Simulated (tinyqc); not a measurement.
From image to dissolution rate: chemically amplified photoresist: aerial image, acid generation, bake, development and line width. Computed by tinyqc, a small Python program. Command: `OMP_NUM_THREADS=1 python tinyqc.py 3013399 3013400 out.jsonl resist walk`. One thread of a shared host (Intel(R) Xeon(R) Processor @ 2.30GHz), about 0.03 s of CPU time with the checks.

Lines and spaces of pitch p with a two-beam-like image; x = 0 is the middle of the bright space. The resist is positive and treated as uniform in depth.

Inputs (values chosen for the exercise, for a model resist at 193 nm):

| quantity | value | unit |
|---|---|---|
| pitch p | 160 | nm |
| image contrast c | 0.86 | - |
| mean dose E | 11 | mJ/cm^2 |
| Dill parameter C | 0.029 | cm^2/mJ |
| quencher load q, relative to the acid generator | 0.13 | - |
| acid diffusivity D | 0.36 | nm^2/s |
| bake time t | 90 | s |
| amplification rate k_amp | 0.054 | 1/s |
| threshold protection m_th | 0.5 | - |
| development selectivity n | 20 | - |
| largest rate r_max | 450 | nm/s |
| smallest rate r_min | 0.024 | nm/s |

Method:
- Dose E(x) = E [1 + c cos(2 pi x/p)]; acid h = 1 - exp(-C E(x)).
- Bake: the acid image is blurred by a Gaussian of variance sigma^2 = 2 D t (each Fourier term k of h, taken on 64 points, is multiplied by exp(-4 pi^2 k^2 D t/p^2)).
- The quencher then removes q, h_eff = max(h_blurred - q, 0); protection m = exp(-k_amp t h_eff).
- Mack rate r = r_max (a + 1)(1 - m)^n/(a + (1 - m)^n) + r_min, a = ((n + 1)/(n - 1))(1 - m_th)^n.

Across half a pitch:

| x/p | x (nm) | dose (mJ/cm^2) | blurred acid | protection m | rate (nm/s) |
|---|---|---|---|---|---|
| 0.00 | 0 | 20.460 | 0.43999 | 0.2217 | 4.4995e+02 |
| 0.05 | 8 | 19.997 | 0.43261 | 0.2298 | 4.4994e+02 |
| 0.10 | 16 | 18.653 | 0.41070 | 0.2556 | 4.4985e+02 |
| 0.15 | 24 | 16.560 | 0.37504 | 0.3039 | 4.4936e+02 |
| 0.20 | 32 | 13.923 | 0.32734 | 0.3832 | 4.4267e+02 |
| 0.25 | 40 | 11.000 | 0.27064 | 0.5048 | 1.9214e+02 |
| 0.30 | 48 | 8.077 | 0.20965 | 0.6790 | 8.1513e-02 |
| 0.35 | 56 | 5.440 | 0.15070 | 0.9043 | 2.4000e-02 |
| 0.40 | 64 | 3.347 | 0.10112 | 1.0000 | 2.4000e-02 |
| 0.45 | 72 | 2.003 | 0.06792 | 1.0000 | 2.4000e-02 |
| 0.50 | 80 | 1.540 | 0.05622 | 1.0000 | 2.4000e-02 |

What does the comparison show, and why?

The dose varies by a factor 13.29 across the pattern and the rate by 18700.

Extremes, crossings and ranges named in words are read from the listed rows.
